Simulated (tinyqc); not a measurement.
Random telegraph noise from one oxide trap in a small MOSFET: one step of the calculation.

An acceptor-like trap exchanges electrons with the channel. Inversion charge Q = Cox u, u = n Vt W0(exp((Vg - VT)/(n Vt))), W0 the Lambert function, n = nf, Cox = eps0 eox/tox; linear regime Id = (W/L) mu Q Vd. Relative to threshold the surface potential rises by Vt ln(u/u0) and the oxide voltage by the rest of Vg - VT, with u0 = n Vt W0(1).

Task. Step height. A = W L; threshold step dV = q (1 - xt/tox)/(Cox A); gm/Id = 1/(u + n Vt); relative step dI/I = (gm/Id) dV + asc mu/A. Id as defined.

Values chosen for this exercise; values of the order met in silicon transistors: temperature T = 300 K; relative permittivity of the gate insulator (close to hafnium oxide) eox = 21.8; insulator thickness tox = 9.9 nm; depth of the trap from the channel interface xt = 1.1 nm; body factor nf = 1.3; gate width W = 260 nm; gate length L = 67 nm; mobility mu = 140 cm^2/(V s); scattering coefficient of the charged trap asc = 0 V s; drain voltage Vd = 0.02 V.

Constants: q = 1.602176634e-19 C, kB = 1.380649e-23 J/K, Vt = kB T/q, eps0 = 8.8541878128e-14 F/cm where lengths are in cm. Results are converted to the units shown.

u = 0.94777206 V
N = 1.1533564e13 cm^-2

Find: electrons in the channel N A; dV; gm/Id; number part of dI/I; dI/I; Id; dI.

Result.

electrons in the channel N A = 2009.1
dV = 0.41931 mV
gm/Id = 1.0190 1/V
number part of dI/I = 0.042727 %
dI/I = 0.042727 %
Id = 20.078 uA
dI = 8.5789 nA

Range of the model: VT is taken as given; short-channel effects and the uneven flow of current among few electrons are left out.

Program tinyqc, `OMP_NUM_THREADS=1 python tinyqc.py 2710052 2710053 out.jsonl`; Intel Xeon 2.30GHz, shared host, one thread, about 0.01 s.
